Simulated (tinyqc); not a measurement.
MOS inversion layer, Poisson-Schroedinger loop: two steps of the calculation.

Electrons confined at an insulator interface at z = 0, treated as a hard wall; parabolic valleys, Hartree approximation, no image or exchange terms. The depletion charge lies far deeper than the electrons and gives a uniform field q Nd/(eps0 eps_r); the gate balances all charge. Energies are counted from the band edge at the interface.

Inputs (values chosen for the exercise); masses and permittivity close to those of germanium (111):

| symbol | value | unit | meaning |
|---|---|---|---|
| T | 400 | K | temperature |
| mz1 | 1.6 | m0 | mass along z of valley set A (1 valley(s)) |
| md1 | 0.0808 | m0 | in-plane density-of-states mass of set A |
| mz2 | 0.0929 | m0 | mass along z of valley set B (3 valley(s)) |
| md2 | 0.336 | m0 | in-plane density-of-states mass of set B |
| Ns | 1.7e12 | cm^-2 | sheet density of electrons |
| dE | 0.07 | eV | extra shift of set B (strain) |
| hz | 3.3 | nm | mesh step |

Constants: q = 1.602176634e-19 C, kB = 1.380649e-23 J/K, hbar = 1.054571817e-34 J s, m0 = 9.1093837015e-31 kg, Vt = kB T/q, hbar^2/(2 m0) = 0.0380998212 eV nm^2. Results are converted to the units shown.

Problem 1. Levels and probability densities. Tridiagonal Hamiltonian with psi = 0 one step beyond both ends: H_ii = C (1/m_(i-1/2) + 1/m_(i+1/2))/hz^2 + V0_i + U_i (+ dE for the set B), H_(i,i+1) = -C/(m_(i+1/2) hz^2), C = hbar^2/(2 m0). The lowest 2 level(s) of each valley set are kept, normalised to hz sum |psi|^2 = 1. The mass is the same on all intervals.

fixed potential V0, node 1 to 17 (eV): [0.004791858, 0.009583716, 0.014375574, 0.019167432, 0.023959290, 0.028751148, 0.033543006, 0.038334864, 0.043126722, 0.047918580, 0.052710438, 0.057502296, 0.062294154, 0.067086012, 0.071877870, 0.076669728, 0.081461586]
self-consistent potential U at the start, node 1 to 17 (eV): [0, 0, 0, 0, 0, 0, 0, 0, 0, 0, 0, 0, 0, 0, 0, 0, 0]

Find: levels; |psi|^2 of A1; |psi|^2 of A2; |psi|^2 of B1; |psi|^2 of B2.

Solution 1.

levels (eV): A1 0.00825, A2 0.01388, B1 0.09206, B2 0.10825
|psi|^2 of A1, node 1 to 17 (1/nm): [0.25623, 0.04470, 0.00206, 0.00004, 0.00000, 0.00000, 0.00000, 0.00000, 0.00000, 0.00000, 0.00000, 0.00000, 0.00000, 0.00000, 0.00000, 0.00000, 0.00000]
|psi|^2 of A2, node 1 to 17 (1/nm): [0.04409, 0.20460, 0.05145, 0.00283, 0.00007, 0.00000, 0.00000, 0.00000, 0.00000, 0.00000, 0.00000, 0.00000, 0.00000, 0.00000, 0.00000, 0.00000, 0.00000]
|psi|^2 of B1, node 1 to 17 (1/nm): [0.034719, 0.082511, 0.085870, 0.057154, 0.027812, 0.010588, 0.003286, 0.000855, 0.000190, 0.000037, 0.000006, 0.000001, 0.000000, 0.000000, 0.000000, 0.000000, 0.000000]
|psi|^2 of B2, node 1 to 17 (1/nm): [0.031784, 0.039274, 0.004520, 0.011307, 0.051086, 0.067573, 0.052129, 0.028277, 0.011747, 0.003925, 0.001089, 0.000257, 0.000052, 0.000009, 0.000001, 0.000000, 0.000000]

Problem 2. Converged levels, occupations and centroid. Level k holds N_k = D_k Vt ln(1 + exp((EF - E_k)/Vt)) with D = md1 m0 q/(pi hbar^2) for the set A, D = 3 md2 m0 q/(pi hbar^2) for the set B per eV (spin included); EF is fixed by sum N_k = Ns.

Solve for the levels with V0 + U, find EF, n_i = sum_k N_k |psi_k|^2 (in cm^-3); share of each level N_k/Ns; centroid sum n z/sum n.

z, node 1 to 17 (nm): [3.3, 6.6, 9.9, 13.2, 16.5, 19.8, 23.1, 26.4, 29.7, 33, 36.3, 39.6, 42.9, 46.2, 49.5, 52.8, 56.1]
fixed potential V0, node 1 to 17 (eV): [0.004791858, 0.009583716, 0.014375574, 0.019167432, 0.023959290, 0.028751148, 0.033543006, 0.038334864, 0.043126722, 0.047918580, 0.052710438, 0.057502296, 0.062294154, 0.067086012, 0.071877870, 0.076669728, 0.081461586]
converged U, node 1 to 17 (eV): [0.06266280, 0.09052601, 0.10042946, 0.10654274, 0.10990720, 0.11140507, 0.11194950, 0.11211448, 0.11215695, 0.11216637, 0.11216819, 0.11216851, 0.11216855, 0.11216856, 0.11216856, 0.11216856, 0.11216856]

Give: levels; EF; shares; n; centroid.

Solution 2.

levels (eV): A1 0.07168, A2 0.10430, B1 0.17961, B2 0.21009
EF = 0.063878 eV
shares (%): A1 40.128, A2 18.453, B1 29.227, B2 12.192
n, node 1 to 17 (in units of 1e18 cm^-3): [2.8609, 1.4765, 0.3116, 0.2260, 0.1535, 0.0784, 0.0312, 0.0101, 0.0027, 0.0006, 0.0001, 0.0000, 0.0000, 0.0000, 0.0000, 0.0000, 0.0000]
centroid = 5.9071 nm

tinyqc, about 1 s, one thread, Intel Xeon 2.30GHz (shared host): `OMP_NUM_THREADS=1 python tinyqc.py 2160168 2160169 out.jsonl`
